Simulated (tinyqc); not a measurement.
Changing the photon energy: X-ray photoelectron analysis of a thin oxide on a semiconductor: attenuation lengths, thickness, angle series and band offsets. Computed by tinyqc, a small Python program. Command: `OMP_NUM_THREADS=1 python tinyqc.py 3111538 3111539 out.jsonl xps sweep`. One thread of a shared host (Intel(R) Xeon(R) Processor @ 2.30GHz), about 0.01 s of CPU time with the checks.

The same element is seen in the oxide and in the substrate, at nearly the same kinetic energy; films are flat and uniform, and the work function is ignored.

Inputs (values chosen for the exercise, modelled on SiO2 on silicon):
```
quantity                                          value     unit
binding energy of the core level                   99.4       eV
oxide density                                      2.24   g/cm^3
oxide formula mass                                60.08    g/mol
valence electrons per oxide formula                  16        -
oxide gap                                           8.9       eV
substrate density                                  2.33   g/cm^3
substrate formula mass                            28.09    g/mol
valence electrons per substrate formula               4        -
substrate gap                                      1.12       eV
oxide thickness d                                   1.3       nm
emission angle from the normal                       55  degrees
attenuation length over inelastic mean free path    0.9        -
carbon overlayer                                   0.52       nm
```

Method:
- TPP-2M: lambda = E/(E_p^2 [b ln(c E) - C/E + D/E^2]) in angstrom, E_p = 28.8 sqrt(N_v rho/M), b = -0.10 + 0.944/sqrt(E_p^2 + E_g^2) + 0.069 rho^0.1, c = 0.191/sqrt(rho), U = N_v rho/M, C = 1.97 - 0.91 U, D = 53.4 - 20.8 U, with E = photon energy less binding energy in eV.
- Attenuation length L = factor x lambda.
- R_0 = (rho_o/M_o) L_o/((rho_s/M_s) L_s); peak ratio R = I_ox/I_sub = R_0 [exp(d/(L_o cos theta)) - 1]; hence d = L_o cos theta ln(1 + R/R_0). A carbon layer weakens both peaks alike, by exp(-d_C/(L_o cos theta)) if its L is taken equal to L_o. This R_0 leaves out intrinsic losses from the substrate peak, so calibrated values can be larger.

One run for each value:
```
photon energy (eV)  L in the oxide (nm)  ratio R      R_0  depth 3 L_o cos theta (nm)
300                              0.9136   6.5494  0.59804                       1.572
400                              1.1515   3.5845  0.58207                       1.981
533                              1.4631   2.1261  0.57353                       2.518
711                              1.8654   1.3476  0.56852                       3.210
949                              2.3810   0.8994  0.56544                       4.097
1690                             3.8809   0.4459  0.56221                       6.678
2250                             4.9480   0.3262  0.56138                       8.514
3000                             6.3206   0.2419  0.56083                      10.876
```

Give the missing row, photon energy (eV) = 1270.

Computed row:
```
photon energy (eV)  L in the oxide (nm)  ratio R      R_0  depth 3 L_o cos theta (nm)
1270                             3.0466   0.6222  0.56347                       5.242
```

Interpolating between the two neighbouring rows (the first column on a logarithmic scale, the others too where they are positive) misses most in ratio R, by 1.4 %. Over the rows, L in the oxide (nm) rises from 0.914 to 6.32 (exponent d ln y / d ln x 0.80 between the first rows and 0.85 between the last); ratio R falls from 6.55 to 0.242 (exponent d ln y / d ln x -2.1 between the first rows and -1.0 between the last); R_0 falls from 0.598 to 0.561 (exponent d ln y / d ln x -0.094 between the first rows and -0.0034 between the last).

Extremes, crossings and ranges named in words are read from the listed rows.
